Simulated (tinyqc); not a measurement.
Changing the h: Tersoff bond-order potential. Computed by tinyqc, a small Python program. Command: `OMP_NUM_THREADS=1 python tinyqc.py 3005575 3005576 out.jsonl tersoff sweep`. One thread of a shared host (Intel(R) Xeon(R) Processor @ 2.30GHz), about 0.02 s of CPU time with the checks.

E = (1/2) sum_(i, j != i) [A exp(-lambda r_ij) - b_ij B exp(-mu r_ij)], b_ij = (1 + (beta zeta_ij)^n)^(-1/(2n)), zeta_ij = sum_(k != i, j) g(theta_ijk), g = 1 + c^2/d^2 - c^2/(d^2 + (h - cos theta)^2), with theta at atom i. Only nearest neighbours count (cut-off function 1 for them, 0 beyond).

Inputs (values chosen for the exercise, modelled on silicon):

| quantity | value | unit |
|---|---|---|
| A | 1857.9 | eV |
| B | 475.26 | eV |
| lambda | 2.4799 | 1/angstrom |
| mu | 1.7322 | 1/angstrom |
| beta | 1.1e-06 | - |
| n | 0.7884 | - |
| c | 98440 | - |
| d | 16.41 | - |

Constants: 1 eV/angstrom^3 = 160.2176634 GPa.

Method:
- zeta = 3 g(cos theta = -1/3).
- With z equal bonds of order b, r = ln(lambda A/(mu b B))/(lambda - mu) and E per atom = -(z/2) b B exp(-mu r)(1 - mu/lambda).
- a0 = 4 r/sqrt3; B0 = phi''(r)/(3 a0) with phi'' = mu (lambda - mu) b B exp(-mu r), since b does not change under uniform scaling.
- Second derivatives of the energy per atom, volume V = a0^3/8: e_xx gives C11; e_xx = -e_yy gives 2 (C11 - C12); e_xy = e_yx = s/2 with a sublattice shift u_z gives C44 = (E_ss - E_su^2/E_uu)/V and Kleinman's parameter |E_su/E_uu|/(a0/4).
- Each of the four neighbours loses one bond; its three other bonds now have zeta = 2 g, for the direction that starts at it. E_v = -E + 12 x (1/2)(b(3g) - b(2g)) B exp(-mu r), where -E is the pair-like cost.

One run for each value:

| h | bond order b | energy per atom of the diamond lattice (eV) | C44 (GPa) | unrelaxed vacancy energy E_v (eV) | Kleinman's parameter |
|---|---|---|---|---|---|
| -0.75 | 0.92448 | -4.0872 | 50.98 | 3.2433 | 0.77224 |
| -0.70 | 0.93716 | -4.2760 | 55.45 | 3.5418 | 0.74866 |
| -0.65 | 0.94928 | -4.4623 | 60.16 | 3.8444 | 0.72298 |
| -0.60 | 0.96071 | -4.6430 | 65.13 | 4.1453 | 0.69457 |
| -0.55 | 0.97128 | -4.8145 | 70.45 | 4.4373 | 0.66223 |
| -0.50 | 0.98077 | -4.9722 | 76.36 | 4.7116 | 0.62360 |
| -0.45 | 0.98892 | -5.1107 | 83.59 | 4.9564 | 0.57323 |
| -0.40 | 0.99537 | -5.2221 | 94.49 | 5.1563 | 0.49499 |
| -0.35 | 0.99947 | -5.2937 | 124.95 | 5.2860 | 0.29008 |
| -0.30 | 0.99844 | -5.2756 | 92.60 | 5.2532 | 0.42194 |

What does the table show, and why?

Over the rows, bond order b goes from 0.924 through a maximum among these rows, 0.999 at -0.350, to 0.998; energy per atom of the diamond lattice (eV) goes from -4.09 through a minimum among these rows, -5.29 at -0.350, to -5.28; C44 (GPa) goes from 51.0 through a maximum among these rows, 125 at -0.350, to 92.6. zeta of the diamond lattice is least when h equals cos(109.47 degrees) = -1/3; there the bond order is highest and a vacancy gains least from stronger back bonds.

Extremes, crossings and ranges named in words are read from the listed rows.
